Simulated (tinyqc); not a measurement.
Dopants and charged point defects at anneal temperature: Fermi-level effect, clustering and pairing: one step, computed by the program tinyqc. Command: `OMP_NUM_THREADS=1 python tinyqc.py 3017120 3017121 out.jsonl pairing walk`. One thread of a shared host (Intel(R) Xeon(R) Processor @ 2.30GHz), about 0.03 s of CPU time with the checks.

Boltzmann statistics and full ionisation of active dopants. Energies are counted from the valence band; the defect (a vacancy or self-interstitial) has five charge states, with all degeneracy factors one.

Problem. Charged defects. C_0 = N_s exp(S_f/k_B) exp(-H_f/k_B T). Ratios to the neutral state at E_F = E_i: r_+ = exp((E(+/0) - E_i)/k_B T), r_2+ = r_+ exp((E(2+/+) - E_i)/k_B T), r_- = exp((E_i - E(0/-))/k_B T), r_2- = r_- exp((E_i - E(-/2-))/k_B T); at other E_F state q scales as chi^(-q). The enhancement is sum r_q chi^(-q)/sum r_q. The charge on the defects is left out of neutrality.

Inputs (values chosen for the exercise, with bands modelled on silicon):

| quantity | value | unit |
|---|---|---|
| anneal temperature T | 850 | K |
| formation enthalpy of the neutral defect H_f | 2.2 | eV |
| formation entropy S_f | 4.9 | k_B |
| site density N_s | 4.4e+22 | cm^-3 |

Dopant: donor. Second part: clustering of the dopant.

defect levels as fractions of E_g(T): (2+/+), (+/0), (0/-), (-/2-): 0.11  0.25  0.69  0.83

E_g = 0.9215944 eV

k_B T = 0.07324733 eV

n_i = 1.935730e+17 cm^-3

E_i = 0.4451331 eV

chi = 91.19329

Give: neutral defects C_0; Charge states; all defects, doped; enhancement over intrinsic; mean charge.

Solution.

neutral defects C_0 = 5.3378e+11 cm^-3

Charge states:

| state | ratio r | intrinsic (cm^-3) | doped (cm^-3) |
|---|---|---|---|
| 2+ | 4.8822e-04 | 2.6060e+08 | 3.1337e+04 |
| + | 5.3310e-02 | 2.8456e+10 | 3.1204e+08 |
| 0 | 1.0000e+00 | 5.3378e+11 | 5.3378e+11 |
| - | 7.3946e-02 | 3.9471e+10 | 3.5995e+12 |
| 2- | 9.3935e-04 | 5.0141e+08 | 4.1698e+12 |

all defects, doped = 8.3034e+12 cm^-3

enhancement over intrinsic = 13.782

mean charge = -1.4378 e

Doping leaves the neutral state alone and multiplies the total by 13.8; the most common state is 2- (in intrinsic material 0).
